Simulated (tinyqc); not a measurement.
Kinetic Monte Carlo and master equation for a particle on a ring of sites with traps and bias. Changing the scale factor s of the disorder. Computed by tinyqc, a small Python program. Command: `OMP_NUM_THREADS=1 python tinyqc.py 3020162 3020163 out.jsonl kmc sweep`. One thread of a shared host (Intel(R) Xeon(R) Processor @ 2.30GHz), about 0.01 s of CPU time with the checks.

7 sites on a ring, numbered 1 to 7. The saddle between i and i+1 lies at E0 + s b_i and site i at s eps_i; a force F tilts the landscape, with the saddle half-way.

Inputs (values chosen for the exercise, for a model defect): reference barrier E0 = 0.84 eV; attempt frequency nu = 9.3 THz; temperature T = 580 K; site spacing a = 2.7 angstrom; force F along the ring = 0.00033 eV/angstrom.

Disorder: both.

site energies eps_i (eV): [-0.036, -0.12, -0.031, 0, -0.066, 0, 0]

saddle shifts b_i between sites i and i+1 (eV): [0.022, -0.014, -0.0017, -0.03, -0.032, 0.0085, -0.016]

Constants: k_B = 8.617333262e-05 eV/K.

Method:
- Rates: k(i to i+1) = nu exp(-(E0 + s b_i - s eps_i - F a/2)/(k_B T)), k(i to i-1) = nu exp(-(E0 + s b_(i-1) - s eps_i + F a/2)/(k_B T)).
- Share right = k right/(k right + k left); mean stay = 1/(k right + k left).
- Master equation dP/dt = W P, W_(i+1,i) = k right, W_(i-1,i) = k left, columns summing to zero. The steady state is its null vector; drift v = a sum P_i (k right - k left). D = a^2 lambda''(0)/2, where lambda(q) is the leading eigenvalue of W with right hops weighted by exp(q) and left hops by exp(-q).
- The slowest relaxation rate is minus the real part of the next eigenvalue of W. 1 angstrom = 1e-8 cm.
- At zero force D0 = a^2 nu exp(-E0/(k_B T)) / [<exp(-s eps/(k_B T))> <exp(s b/(k_B T))>], with means over the ring; Einstein relation v = D0 F/(k_B T); 1 angstrom = 1e-8 cm.

One run for each value; columns: (1) scale factor s of the disorder; (2) D0 over the value without disorder; (3) drift velocity v (cm/s); (4) slowest relaxation rate (1/s):
```
(1)      (2)        (3)        (4)
0.10  0.9433  2.121e-04  3.174e+05
0.25  0.8500  1.912e-04  2.656e+05
0.50  0.6813  1.533e-04  1.904e+05
0.75  0.5121  1.153e-04  1.325e+05
1.00  0.3607  8.136e-05  9.157e+04
1.50  0.1499  3.396e-05  4.516e+04
2.00  0.0521  1.186e-05  2.344e+04
2.50  0.0161  3.693e-06  1.253e+04
```

Over the rows, D0 over the value without disorder falls from 0.943 to 0.0161 (exponent d ln y / d ln x -0.11 between the first rows and -5.3 between the last); drift velocity v (cm/s) falls from 2.12e-4 to 3.69e-6 (exponent d ln y / d ln x -0.11 between the first rows and -5.2 between the last); slowest relaxation rate (1/s) falls from 317000 to 12500 (exponent d ln y / d ln x -0.19 between the first rows and -2.8 between the last). For the drift and D0, to first order in s only the mean of b - eps acts; beyond that high saddles and deep sites weigh most in the two averages.

Extremes, crossings and ranges named in words are read from the listed rows.
